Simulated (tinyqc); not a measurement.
Worked calculation: kinetics of strain relaxation and threading dislocations in mismatched semiconductor layers. Computed by tinyqc, a small Python program that keeps every step. Command: `OMP_NUM_THREADS=1 python tinyqc.py 3009569 3009570 out.jsonl threading walk`. One thread of a shared host (Intel(R) Xeon(R) Processor @ 2.30GHz), about 0.01 s of CPU time with the checks. Intermediate numbers are printed to about 6 digits and carried at full precision; extremes and crossings named in words are read from the listed rows.

60-degree dislocations on {111} planes of a (001) layer, isotropic elasticity. The Schmid factor is 1/sqrt(6), and a misfit segment relieves strain with b/2.

Inputs (values chosen for the exercise, modelled on In(0.2)Ga(0.8)As on GaAs):
```
quantity                                     value          unit
misfit f                                     0.015             -
shear modulus G                               45.2           GPa
Poisson ratio nu                              0.32             -
Burgers vector b                              4.05      angstrom
glide activation energy Q                     1.32            eV
velocity prefactor v0                         7700   m/s per MPa
layer thickness h                              120            nm
anneal temperature T                           709             K
anneal time t                                   50             s
initial thread density rho_0                110000        1/cm^2
multiplication constant delta                 2800           1/m
grading rate (misfit per thickness) R_f      0.016  1/micrometre
growth temperature of the buffer T_g           855             K
growth rate R_g                               0.81          nm/s
reaction radius r_A                             23            nm
final thickness of a thick uniform layer H    0.42    micrometre
aspect ratio of a trench                       2.4             -
```

Sources: fixed density of threads.

Constants: k_B = 8.617333262e-05 eV/K.

## Excess stress and glide velocity at the start

Excess resolved stress tau = (1/sqrt 6) [2 G (1 + nu)/(1 - nu)] (e - e_eq), e_eq = b (1 - nu/4) [ln(h/b) + 1]/(4 pi (1 + nu) h), the Matthews-Blakeslee strain of an uncapped layer; glide velocity v = v0 tau exp(-Q/(k_B T)), tau in MPa.

equilibrium strain e_eq = 0.00125254

excess stress tau = 984.873 MPa

mobility v/tau = 3.18821e-06 m/s per MPa

initial velocity = 3139.98 micrometre/s

The layer carries 12.0 times its equilibrium strain. In the anneal time a thread would run 160000 micrometre at this speed.

## Relaxation in the anneal

Threads run in two directions, so de/dt = -(b/4) rho v, with rho fixed. With x = e - e_eq, x0 = f - e_eq (fully strained at t = 0) and v = m S x (m the mobility, S x = tau): x = x0 exp(-t/t_r), t_r = 4/(b rho_0 m S). The half time is that at which x = x0/2.

strain left e = 0.00510583

share of the excess strain relieved = 71.9709 %

thread density = 110000 1/cm^2

half time = 27.2479 s

Relaxation is under way. The misfit lines laid down are 0.020 micrometre apart. Caution: blocking of threads by crossing misfit lines, left out here, leaves real layers with more strain.

## Anneal temperature

The formulas are those given above.

After the time t:
```
T (K)  first velocity (micrometre/s)  relieved (%)  threads (1/cm^2)  half time (s)
571                      1.69530e+01        0.6844            110000    5.04678e+03
598                      5.69216e+01        2.2794            110000    1.50308e+03
631                      2.17305e+02        8.4262            110000    3.93722e+02
657                      5.67923e+02       20.5507            110000    1.50651e+02
690                      1.73203e+03       50.4210            110000    4.93974e+01
712                      3.43924e+03       75.1708            110000    2.48770e+01
743                      8.43907e+03       96.7237            110000    1.01383e+01
797                      3.41143e+04       99.9999            110000    2.50798e+00
```

The half time follows exp(Q/(k_B T)), a decade for each 72 K near 690 K. Relief goes from 21 % at 657 K to 75.2 % at 712 K: with a fixed density the onset is gradual, and more threads relax the layer sooner. Caution: rows with more than 50 % relieved leave out blocking by crossing misfit lines, which slows real layers.

## Graded buffer

In steady grading, strain is fed at R_f R_g and relieved at (b/4) rho v. As a glide-limited estimate, the driving stress is taken as the mean stress of the strained top zone, whose depth z solves R_f z/2 = e_eq(z), with strain R_f z at the surface; tau_g = S R_f z/2 is its mean; then rho = 4 R_f R_g/(b m tau_g), m = v0 exp(-Q/(k_B T_g)), S = (1/sqrt 6) 2 G (1 + nu)/(1 - nu), e_eq(z) = b (1 - nu/4) [ln(z/b) + 1]/(4 pi (1 + nu) z).

depth z of the strained zone = 138.533 nm

stress tau_g = 79.3964 MPa

thread density of the buffer = 1263.66 1/cm^2

buffer thickness f/R_f = 0.9375 micrometre

Raising T_g by 50 K would lower this density by a factor 2.7: fast glide lets few threads do the work. Caution: real buffers seldom go below 1e5 /cm^2, as pile-ups and nucleation take over; this value is a lower bound.

## Thick uniform layer and trapping in a trench

A separate case, a thick relaxed layer. Pair reactions during growth: d rho/dh = -K rho^2 with K = 2 r_A tan(psi) and threads inclined by psi = 45 degrees (the <110> lines of {111} planes), so rho = 1/(K H) for a layer that starts with far more threads than that, as highly mismatched layers do. In a trench along [110] a thread on {111} rises at 54.74 degrees across the width, and leaves through the wall below the height w tan(54.74 degrees) = sqrt(2) w; the share of threads, evenly spread over the floor, that reach the top is max(0, 1 - a/sqrt 2) for the aspect ratio a.

thread density at H = 5.17598e+09 1/cm^2

share that reaches the top = 0

The trench traps all threads that cross it; those that run along it are not trapped. Thickness alone needs 2200 micrometre for 1e6 /cm^2. Caution: at this small misfit a layer may start with fewer threads than 1/(K H), which is then only an upper bound.

Checks made by the program: strain against numerical integration (relative difference below 1e-10).
